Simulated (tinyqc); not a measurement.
Transfer curve: field-effect mobility of a thin-film transistor with band-tail and deep states (multiple trapping). Computed by tinyqc, a small Python program. Command: `OMP_NUM_THREADS=1 python tinyqc.py 3019428 3019429 out.jsonl tft walk`. One thread of a shared host (Intel(R) Xeon(R) Processor @ 2.30GHz), about 0.1 s of CPU time with the checks.

A thick film in accumulation at small drain voltage. Only free electrons move; trapped ones still screen the gate. N_c and mu_0 are held fixed when T changes, leaving out the T^(3/2) growth of N_c. x = E_0 - psi is the distance of the Fermi level below the band edge.

Inputs (values chosen for the exercise, modelled on amorphous silicon):

| quantity | value | unit |
|---|---|---|
| permittivity eps | 11.8 | - |
| effective density of states N_c | 1.8e+20 | 1/cm^3 |
| band mobility mu_0 | 12 | cm^2/(V s) |
| tail density at the edge g_t | 2.7e+21 | 1/(eV cm^3) |
| tail width E_t | 49 | meV |
| deep-state density g_d | 6.7e+16 | 1/(eV cm^3) |
| flat-band Fermi level below the edge, E_0 | 0.38 | eV |
| equivalent oxide thickness t | 100 | nm |
| temperature T | 350 | K |

Deep states: included.

Constants: k_B = 8.617333262e-05 eV/K; e = 1.602176634e-19 C; eps_0 = 8.8541878128e-12 F/m.

Method:
- F_j(eta) = int_0^infinity x^j/(1 + exp(x - eta)) dx, without a gamma-function factor.
- Integrals over x = E/(k_B T) use 160 Gauss-Legendre points in u = sqrt(x) from 0 to sqrt(max(eta, 0) + 32).
- Free n(x) = N_c (2/sqrt(pi)) F_1/2(-x/k_B T), with F_1/2 from its two-term series in exp(-x/k_B T) for x >= 12 k_B T; tail n_t(x) = int_0^1.2eV g_t exp(-E/E_t)/(1 + exp((x - E)/k_B T)) dE, E counted down from the edge, 120 Gauss-Legendre points; deep charge g_d psi; space charge rho(psi) = n + n_t + g_d psi less its value at psi = 0.
- Poisson: F(psi) = sqrt((2 e/(eps eps_0)) int_0^psi rho dpsi'); V_G - V_FB = psi_s + eps F(psi_s) t/3.9; free sheet density N_f = int (n - n(E_0))/F dpsi; induced sheet density N_i = eps eps_0 F(psi_s)/e; trapezoid rule on 301 even points in psi, the first interval left out of N_f.
- mu_eff = mu_0 N_f/N_i; field-effect mobility mu_FE = mu_0 e (dN_f/dV_G)/C_ox and swing S = dV_G/dlog10(N_f), by a central difference of +/- 2 mV in psi_s; C_ox = 3.9 eps_0/t.

Against the band bending:

| psi_s (V) | V_G - V_FB (V) | N_f (1/cm^2) | mu_eff (cm^2/(V s)) | mu_FE (cm^2/(V s)) | S (mV/decade) |
|---|---|---|---|---|---|
| 0.13 | 4.266 | 1.5421e+10 | 0.2076 | 0.3393 | 5.8290e+03 |
| 0.19 | 8.552 | 5.5305e+10 | 0.3682 | 0.7118 | 9.9644e+03 |
| 0.24 | 14.546 | 1.6511e+11 | 0.6426 | 1.3465 | 1.5726e+04 |
| 0.27 | 19.815 | 3.2196e+11 | 0.9171 | 1.9787 | 2.0867e+04 |
| 0.30 | 26.871 | 6.3012e+11 | 1.3204 | 2.8967 | 2.7897e+04 |
| 0.33 | 36.297 | 1.2284e+12 | 1.9017 | 4.1754 | 3.7729e+04 |
| 0.36 | 48.807 | 2.3514e+12 | 2.7023 | 5.7890 | 5.2084e+04 |
| 0.39 | 65.172 | 4.3156e+12 | 3.7091 | 7.4860 | 7.3914e+04 |
| 0.42 | 85.978 | 7.3999e+12 | 4.8155 | 8.8996 | 1.0660e+05 |

What follows from these numbers?

The steepest swing among the rows is 5829 mV/decade. mu_eff climbs from 0.21 to 4.8, 40 % of mu_0 in the last row. Between rows 6 and 7 N_f scales as (V_G - V_FB - psi_s)^2.18; an exponential tail holding all the charge would give the larger of 1 and 2 E_t/k_B T - 1, here 2.25, and free charge alone 1; charge in deep states makes the exponent larger and lets it vary with V_G. The last row needs an oxide field above 5 MV/cm, near or beyond breakdown.
